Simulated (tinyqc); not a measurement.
Inside a calculation: quantum-confined Stark effect in a modulator well. Values are carried at full precision from step to step, so a last printed digit may differ when a step is redone from the rounded ones.

Constants: hbar^2/2m0 = 3.80998211 eV angstrom^2; e^2/(4 pi eps0) = 14.39964547 eV angstrom; hc = 1239.841984 eV nm.

Values chosen for the exercise (near those of an InGaAsP well in InP; shifted at random, so the results belong to these values and not to a real crystal): L = 100 angstrom (well width); me = 0.0489 m0 (electron, well); mh = 0.351 m0 (heavy hole along z, well); F = 90 kV/cm (field); Vc = 0.188 eV (conduction offset); Vv = 0.286 eV (heavy-hole offset); meb = 0.0791 m0 (electron, barrier); mhb = 0.476 m0 (heavy hole, barrier); Eg = 0.857 eV (gap of the well); mp = 0.106 m0 (heavy hole in the plane); eps = 13.3 (dielectric constant); dE = 12 meV (operating point below the zero-field line); G = 10 meV (half width of the exciton line).

## Estimate for hard walls

Second order: each level moves by -C m (e F)^2 L^4/(2c), C = (15/pi^2 - 1)/(24 pi^2), c = hbar^2/2m0, 1 kV/cm = 1e-5 eV/angstrom. It holds while e F L is no more than about twice 3 c pi^2/(m L^2).

Estimate:

| carrier | shift (meV) | e F L over the level spacing |
|---|---|---|
| electron | -1.14 | 0.39 |
| heavy hole | -8.19 | 2.80 |

The hole, 7.2 times heavier, carries 88 % of the estimated shift; for hard walls second order errs by about 2 % at a ratio of 1 and 13 % at 3.

## Levels and envelopes

Envelopes on cells of 0.5 angstrom over the well |z| < L/2 and 45 angstrom of barrier on each side, psi = 0 beyond, psi'/m continuous (mean mass between points), c = hbar^2/2m0. The electron sees + e F z and the hole - e F z, each with its offset in the barriers; 1 kV/cm = 1e-5 eV/angstrom. Light holes, band mixing and escape by tunnelling are left out.

Ground levels, squared overlap and separation <z>_h - <z>_e without and with the field.

Results:

| F (kV/cm) | E_e (meV) | E_h (meV) | overlap^2 | separation (angstrom) |
|---|---|---|---|---|
| 0 | 33.69 | 8.19 | 0.941 | 0.0 |
| 90 | 27.81 | -3.25 | 0.500 | 34.5 |

The electron level moves by -5.88 meV (5.2 times the hard-wall estimate, since it leaks into the barriers and sees a wider well) and the hole level by -11.44 meV (1.40 times).

## Exciton

Exciton: in-plane function exp(-rho/lam), 1/mu = 1/me + 1/mp, E(lam) = c/(mu lam^2) - (q/eps) times the integral over k of Fm(k)(1 + (k lam/2)^2)^(-3/2), Fm(k) the double integral of psi_e^2 psi_h^2 exp(-k |z - z'|), q = e^2/(4 pi eps0); binding Eb = -E at the minimum. Line at Eg + E_e + E_h - Eb, strength proportional to overlap^2/lam^2.

Minimise over lam without and with the field.

Results:

| F (kV/cm) | lam (angstrom) | Eb (meV) | line (eV) | nm | overlap^2/lam^2 (1e-4/angstrom^2) |
|---|---|---|---|---|---|
| 0 | 163.5 | 6.20 | 0.8927 | 1388.9 | 0.3522 |
| 90 | 181.5 | 5.46 | 0.8761 | 1415.2 | 0.1519 |

The weaker binding gives back 0.74 meV of the red shift, leaving 16.6 meV; the strength falls to 43 %.

## Contrast at the operating point

With a Gaussian line of half width G, the absorption at E_op = line(0) - dE is proportional to strength x exp(-ln2 ((E_op - line)/G)^2); continuum absorption is left out. Give it at both fields, relative to the zero-field peak.

E_op = 0.8807 eV
wavelength = 1407.8 nm

absorption without and with the field: 0.37  0.37

The field changes the absorption by 0.00 of the zero-field peak. The zero-field tail still absorbs here, since dE is no more than 2G, which costs insertion loss.

## Checks

- Zero-field levels against the matching condition of the square well, meV: largest difference 2.2e-01.
- Slope d(E_e + E_h)/dF against minus the separation (Hellmann-Feynman), angstrom: both -34.5.

tinyqc: `OMP_NUM_THREADS=1 python tinyqc.py 1280252 1280253 out.jsonl`; about 0.2 s, one thread, shared Intel(R) Xeon(R) Processor @ 2.30GHz.
